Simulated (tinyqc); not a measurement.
Hole mobility in a silicon inversion layer, empirical terms and Matthiessen rule: effect of the reverse body bias.

Inversion layer of sheet density Ns on a uniformly doped body. The mobility terms are empirical power laws with prefactors chosen for the exercise; adding their inverses (Matthiessen) is itself an approximation.

ni = sqrt(Nc Nv) exp(-Eg/(2 Vt)), Eg in volts; Ndep = sqrt(2 eps0 eps_r Nb (2 Vt ln(Nb/ni) + Vsb)/q); E = q (Ndep + eta Ns)/(eps0 eps_r), in MV/cm. With t = T/(300 K): muC = Ac (Ns/1e12 cm^-2) t/(Nb/1e17 cm^-3 + Nit/1e11 cm^-2), muP = Ap E^(-1/3) t^(-1.75), muS = As E^(-gs); 1/mu is the sum of the inverses.

Parameters, values chosen for the exercise; material values close to those of silicon: temperature T = 293 K; band gap Eg = 1.13 eV; relative permittivity of the semiconductor eps_r = 11.6; conduction-band density of states at T Nc = 2.72e19 cm^-3; valence-band density of states at T Nv = 2.55e19 cm^-3; body doping Nb = 2.2e17 cm^-3; weight of the inversion charge in the effective field eta = 0.3333; phonon-limited mobility at 1 MV/cm and 300 K Ap = 114 cm^2/(V s); roughness-limited mobility at 1 MV/cm As = 509 cm^2/(V s); exponent of the roughness term gs = 1; Coulomb prefactor Ac = 1800 cm^2/(V s); charge at the interface Nit = 8e11 cm^-2; inversion density Ns = 3e12 cm^-2.

Constants: q = 1.602176634e-19 C, kB = 1.380649e-23 J/K, Vt = kB T/q, eps0 = 8.8541878128e-14 F/cm where lengths are in cm. Results are converted to the units shown.

The same in every row: muC (cm^2/(V s)) = 517.1.

Results:
```
Vsb (V)  E (MV/cm)  muP (cm^2/(V s))  muS (cm^2/(V s))  mu (cm^2/(V s))
0           0.4029             160.9              1263            111.8
0.8         0.4964             150.1              1025            104.5
1.2         0.5346             146.4             952.2            101.9
1.6         0.5692             143.4             894.2            99.72
2           0.6012             140.8             846.6            97.86
2.4         0.6311             138.5             806.6            96.22
```

Estimate the missing row, Vsb = 0.4 V.

Computed row:
```
Vsb (V)  E (MV/cm)  muP (cm^2/(V s))  muS (cm^2/(V s))  mu (cm^2/(V s))
0.4         0.4533             154.7              1123            107.6
```

With this row back in the table: As Vsb goes from 0 to 2.4 V, E rises from 0.403 to 0.631 MV/cm and mu falls from 112 to 96.2 cm^2/(V s). The phonon term is the smallest in the first and the last row.

Computed by the program tinyqc: `OMP_NUM_THREADS=1 python tinyqc.py 2510038 2510039 out.jsonl`, one thread of a shared Intel Xeon 2.30GHz, about 0.01 s for the whole run.
